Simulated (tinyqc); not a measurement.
Inside a calculation: coherent potential approximation for a binary alloy with a semi-elliptic band. Values are carried at full precision from step to step, so a last printed digit may differ when a step is redone from the rounded ones.

Site levels eA = -x d (share 1 - x) and eB = (1 - x) d (share x), so that their mean, the virtual crystal, is 0. Pure band: G0(z) = 2 (z - sqrt(z - W) sqrt(z + W))/W^2 with principal roots, density -Im G/pi per site. The medium has a self-energy S(z), G = G0(z - S), z = E + i eta. t_i = (e_i - S)/(1 - (e_i - S) G); the CPA demands <t> = (1 - x) tA + x tB = 0. Iteration: start at S = 0, set S(new) = S + <t>/(1 + <t> G), stop when |<t>| < 1e-9 eV.

Constants: hbar = 6.58211957e-16 eV s.

Parameters, chosen for this exercise:

| symbol | value | unit | meaning |
|---|---|---|---|
| W | 4.9 | eV | half width of the pure band |
| x | 0.11 |  | fraction of B |
| d | 2.26 | eV | eB - eA |
| eta | 0.098 | eV | broadening |
| E | 1.53 | eV | energy |

## First step: the average t-matrix

With S = 0 form G, tA, tB, <t> and the new S.

eA, eB (eV): -0.2486  2.0114

G = 0.12476-0.37969i 1/eV

tA, tB (eV): -0.2391-0.0219i  1.3166-1.3424i

<t> = -0.0680-0.1671i eV
S after one step = -0.0742-0.1797i eV

## The self-consistent medium

Iterate.

Iterations:

| i | S (eV) | G (1/eV) | \|<t>\| (eV) |
|---|---|---|---|
| 0 | 0.00000 | 0.12476-0.37969i | 0.180 |
| 1 | -0.07422-0.17971i | 0.12563-0.36331i | 0.00769 |
| 2 | -0.08002-0.18477i | 0.12594-0.36275i | 0.000311 |
| 3 | -0.08032-0.18485i | 0.12596-0.36274i | 1.26e-05 |
| 4 | -0.08034-0.18485i | 0.12596-0.36274i | 5.07e-07 |
| 5 | -0.08034-0.18485i | 0.12596-0.36274i | 2.05e-08 |
| 6 | -0.08034-0.18485i | 0.12596-0.36274i | 8.26e-10 |

S = -0.08034-0.18485i eV
G = 0.12596-0.36274i 1/eV

Converged at i = 6. The first step gave -0.0742-0.1797i eV.

## Densities on A and B, and the lifetime

G_i = G/(1 - (e_i - S) G); densities -Im G_i/pi; their weighted sum must be -Im G/pi. Lifetime hbar/(2 |Im S|), which has a meaning only while |Im S| is small against W. Weak-scattering value of S: x (1 - x) d^2 G.

densities (1/eV): on A 0.1164, on B 0.1080, weighted sum 0.1155, medium 0.1155

lifetime = 1.78 fs
weak-scattering S = 0.0630-0.1814i eV

An A site carries the larger density here, by a factor 1.08; the weak-scattering value is 71 % from S.

## Checks

- Weighted sum of the partial densities against the density of the medium: both 0.11546.

Computed by tinyqc, a small Python program: `OMP_NUM_THREADS=1 python tinyqc.py 1450558 1450559 out.jsonl` (the numbers bound the seed that draws the inputs); one thread of a shared host (Intel(R) Xeon(R) Processor @ 2.30GHz), about 0.01 s for the whole set of steps.
